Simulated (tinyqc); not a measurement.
# Lateral field, substrate current, probability of reaching the oxide barrier and hot-carrier lifetime of a silicon transistor (pseudo-two-dimensional and lucky-electron models), step by step

A worked calculation. Computed by tinyqc, a small Python program that keeps every step. Command: `OMP_NUM_THREADS=1 python tinyqc.py 3022167 3022168 out.jsonl hotcar walk`. One thread of a shared host (Intel(R) Xeon(R) Processor @ 2.30GHz), about 0.01 s of CPU time with the checks. Intermediate numbers are printed to about 7 digits and carried at full precision; extremes and crossings named in words are read from the listed rows.

Local-field models: a lucky carrier gains its energy at the peak field over a path free of collisions. Voltages are magnitudes.

Inputs (values chosen for the exercise, modelled on a silicon n-channel):
```
quantity                                value                      unit
channel length L                          880                        nm
oxide thickness t                          19                        nm
junction depth x_j                        210                        nm
mobility mu                               380                cm^2/(V s)
saturation velocity v_s                  0.81                  1e7 cm/s
threshold voltage V_T                    0.43                         V
gate voltage V_G                          4.7                         V
drain voltage V_D                         8.2                         V
ionisation prefactor A_i              1.8e+06                      1/cm
ionisation field B_i                     1.66                     MV/cm
hot-carrier mean free path lambda         7.8                        nm
oxide barrier phi_b                       3.1                        eV
interface-trap threshold phi_it           3.6                        eV
lifetime constant H                      2000  s microampere/micrometre
length of the depleted extension L_n      120                        nm
```

Drain: lightly doped extension.

Constants: eps_0 = 8.8541878128e-12 F/m.

## Saturation point and current

C_ox = 3.9 eps_0/t; F_sat = 2 v_s/mu; V_Dsat = V_ov F_sat L/(V_ov + F_sat L), V_ov = V_G - V_T; I_D/W = C_ox v_s (V_ov - V_Dsat).

F_sat = 42.63158 kV/cm

V_Dsat = 1.997019 V

drain current I_D/W = 334.6113 microampere/micrometre

## Peak lateral field

Scale length l = 0.22 t^(1/3) x_j^(1/2) (all in cm); F_m = sqrt(((V_D - V_Dsat)/l_e)^2 + F_sat^2), with l_e = l + L_n; length of the velocity-saturated region l_e ln((V_D - V_Dsat)/(l_e F_sat) + F_m/F_sat).

scale length l = 124.8677 nm

peak field F_m = 256.8819 kV/cm

velocity-saturated length = 607.8133 nm

energy gained over one free path, e lambda F_m = 0.2003679 eV

The field rises from F_sat to F_m as cosh(x/l_e), a factor 6.0, over 69 % of L. Caution: the saturated region fills most of the channel, so the split into two regions is rough.

## Hot-carrier currents and lifetime

Substrate current I_sub/I_D = (A_i/B_i)(V_D - V_Dsat) exp(-B_i/F_m); probability of reaching the oxide barrier exp(-phi_b/(e lambda F_m)); lifetime tau = (H/(I_D/W)) exp(phi_it/(e lambda F_m)).

I_sub/I_D = 0.01050279

substrate current I_sub/W = 3.514353 microampere/micrometre

probability of reaching phi_b = 1.908952e-07

lifetime tau = 3.796969e+08 s

exponent m = phi_it/(e lambda B_i) = 2.780352

Since both exponentials depend on 1/F_m, tau I_D scales about as (I_sub/I_D)^(-m) with m = 2.78, which lets I_sub serve as the monitor. The lifetime is 1.20 times ten years (3.156e8 s).

## Substrate current against gate voltage

The formulas are those given above.

At the given drain voltage:
```
V_G (V)  V_Dsat (V)  I_D/W (microampere/micrometre)  F_m (kV/cm)  I_sub/W (microampere/micrometre)       tau (s)
0.86       0.385782                          6.5094     321.9550                          0.317957  5.167924e+08
1.30       0.706225                         24.1098     308.9887                          0.909640  2.546375e+08
2.00       1.106810                         68.1873     292.7946                          1.809153  2.056859e+08
2.80       1.452443                        135.0759     278.8375                          2.566901  2.285582e+08
3.90       1.802650                        245.4548     264.7128                          3.218833  3.042106e+08
5.20       2.099967                        393.0623     252.7369                          3.651498  4.339974e+08
6.40       2.303836                        539.7052     244.5346                          3.887972  5.831995e+08
7.70       2.474598                        705.9432     237.6708                          4.059122  7.689972e+08
9.00       2.609327                        877.4857     232.2600                          4.186932  9.725839e+08
```

I_sub rises over the whole table: the growing drain current outweighs the fall of F_m. The shortest lifetime among the rows lies at V_G = 2 V, below that of the largest I_sub, since tau depends more steeply on the field.

## Extrapolating accelerated tests

V_10 solves tau = 3.156e8 s at the given V_G. The extrapolation fits ln(tau) against 1/V_D at 1, 1.08, 1.16 and 1.25 times the given V_D (rounded to 3 digits) by least squares and reads off the same tau.

Stress points:
```
V_D (V)  1/V_D (1/V)       tau (s)
8.20       0.1219512  3.796969e+08
8.86       0.1128668  7.028966e+07
9.51       0.1051525  1.767281e+07
10.20      0.0980392  5.153162e+06
```

ten-year drain voltage V_10 = 8.266316 V

V_10 from the 1/V_D extrapolation = 8.260572 V

The extrapolation is 6 mV below the true value.

Checks made by the program: voltage drop as the integral of F_sat cosh(x/l_e) over the saturated length (relative difference below 1e-10).
